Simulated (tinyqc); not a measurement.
# Floating body of a partially depleted SOI transistor: body voltage and kink: what changes with what

Source at 0 V. Channel current Ic = 2 nf K Vt^2 [F(0) - F(Vd)](1 + la Vd), F(V) = ln^2(1 + exp((Vg - VT - nf V)/(2 nf Vt))), VT = VT0 - gb Vb. Saturation voltage Vs = 2 Vt sqrt(F(0)) + 3 Vt, excess Ve = (Vd - Vs + sqrt((Vd - Vs)^2 + 0.0004 V^2))/2, multiplication M1 = Ai Ve exp(-Bl/Ve). Each junction passes D(v) = J1 (exp(v/Vt) - 1) + J2 (exp(v/(2 Vt)) - 1). Bipolar current Ib = bb J1 (exp(Vb/Vt) - 1). The body settles where M1 (Ic + Ib) = D(Vb) + D(Vb - Vd) + Vb/Rb; drain current Id = (1 + M1)(Ic + Ib) - D(Vb - Vd).

Parameters, values chosen for the exercise; values of the order met in partially depleted silicon-on-insulator transistors:
- T = 330 K (temperature)
- VT0 = 0.54 V (threshold at zero body voltage)
- gb = 0.12 (fall of the threshold per volt of body voltage)
- nf = 1.23 (slope factor)
- K = 170 uA/(V^2 um) (gain factor per width)
- la = 0.07 1/V (channel-length modulation factor)
- Ai = 1.79 1/V (impact-ionisation prefactor)
- Bl = 6.9 V (impact-ionisation voltage)
- J1 = 8.3e-12 uA/um (diffusion saturation current of each junction)
- J2 = 4.1e-9 uA/um (recombination saturation current of each junction)
- bb = 0.5 (gain of the lateral bipolar transistor on the diffusion current)
- Rb = 1e9 kohm um (resistance of a weak body tie to the source (1e9 stands for no tie, and the term is then dropped))
- Vg = 0.9 V (gate voltage)
- Vd = 1.6 V (drain voltage)

Constants: q = 1.602176634e-19 C, kB = 1.380649e-23 J/K, Vt = kB T/q. Results are converted to the units shown.

Each table varies one quantity; the others keep the values above.

## Output curve and kink

Rows with more than one solution for Vb (latch) are left out; dId/dVd by a forward difference over 1e-4 V, swing = 1e-4 V over the change of log10 Id; M1 under 1e-12 is printed as 0.

Result of one run:
```
Vd (V)  Vb (V)        M1  Id, floating (uA/um)  Id, grounded (uA/um)  ratio  dId/dVd, floating (uS/um)  dId/dVd, grounded (uS/um)
1.6     0.6534  0.005363                 14.90                 10.06  1.481                      3.053                      1.052
```

What becomes of these results when the drain voltage Vd is changed from 1.6 to 0.8 V, all else the same?

Result of the changed run:
```
Vd (V)  Vb (V)        M1  Id, floating (uA/um)  Id, grounded (uA/um)  ratio  dId/dVd, floating (uS/um)  dId/dVd, grounded (uS/um)
0.8     0.2293  2.273e-8                 10.97                 9.479  1.158                      13.70                     0.6284
```

The whole series:
```
Vd (V)  Vb (V)        M1  Id, floating (uA/um)  Id, grounded (uA/um)  ratio  dId/dVd, floating (uS/um)  dId/dVd, grounded (uS/um)
0.8     0.2293  2.273e-8                 10.97                 9.479  1.158                      13.70                     0.6284
1       0.4548  6.714e-6                 12.72                 9.605  1.324                      5.648                     0.6315
1.2     0.5526  1.725e-4                 13.63                 9.734  1.400                      3.750                     0.6655
1.4     0.6124  0.001324                 14.30                 9.877  1.447                      3.063                     0.7894
1.6     0.6534  0.005363                 14.90                 10.06  1.481                      3.053                      1.052
1.8     0.6835   0.01492                 15.55                 10.31  1.509                      3.605                      1.467
2       0.7068   0.03269                 16.37                 10.65  1.537                      4.662                      2.021
2.2     0.7256   0.06095                 17.45                 11.12  1.569                      6.193                      2.686
```

Vb rises from 0.229 to 0.726 V and the ratio of the currents rises from 1.16 to 1.57. The output conductance with a floating body exceeds the grounded value by the largest factor among the rows, 21.8, at Vd = 0.8 V, where Vb = 0.229 V and M1 = 2.27e-8.

## Transfer curve and swing

Same model as above.

Transfer curve and swing:
columns A: Vg (V); B: Vb (V); C: M1; D: Id, floating (uA/um); E: Id, grounded (uA/um); F: ratio; G: swing, floating (mV/decade); H: swing, grounded (mV/decade)
```
A          B         C         D         E      F      G      H
0.09  0.1448   0.02849  1.646e-6  1.003e-6  1.641  67.79  80.94
0.19  0.3097   0.02844  5.014e-5  1.734e-5  2.893  68.99  80.83
0.29  0.4264   0.02817  0.001255  2.960e-4  4.241  74.00  81.67
0.39  0.5149   0.02705   0.02435  0.004744  5.133  83.20  85.11
0.49  0.5817   0.02377    0.2779   0.06123  4.539  112.5  97.76
0.59  0.6219   0.01849     1.451    0.4763  3.045  177.4  133.9
0.69  0.6423   0.01317     4.137     1.945  2.127  272.8  203.9
0.79  0.6513  0.008845     8.418     4.936  1.705  383.3  300.0
0.89  0.6535  0.005629     14.23     9.515  1.496  499.2  408.8
```

Vb rises from 0.145 to 0.653 V. The smallest swing among the rows is 67.8 mV a decade with a floating body (at Vg = 0.09 V) and 80.8 with a grounded one; Vt ln 10 = 65.5. The floating swing is smaller by more than 3 % for Vg = 0.09, 0.19, 0.29 V, where the rising Vb lowers the threshold as Vg rises. In the first row the floating body raises the current by a factor of 1.64.

Range of the model: The multiplication law is an empirical form chosen for the exercise; self-heating and capacitive coupling to the body are left out, and the linear laws are rough once Vb passes about 0.7 V or M1 about 0.1.

Program tinyqc, `OMP_NUM_THREADS=1 python tinyqc.py 2182252 2182253 out.jsonl`; Intel Xeon 2.30GHz, shared host, one thread, about 0.2 s.
